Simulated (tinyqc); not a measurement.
## Activation field and prefactor from two times

Question. Merz's law: tau = t0 exp(Ea d/V). Find Ea and t0.

Values chosen for this exercise: film thickness d = 10 nm.

tau at V = 2.8 and 3.9 V (ns): [6.7234792, 2.7430916]

Solution. ln(tau) is linear in 1/V with slope Ea d.

Ea = 8.90e3 kV/cm
t0 = 0.280 ns

tinyqc, about 0.01 s, one thread, Intel Xeon 2.30GHz (shared host): `OMP_NUM_THREADS=1 python tinyqc.py 2860063 2860064 out.jsonl`
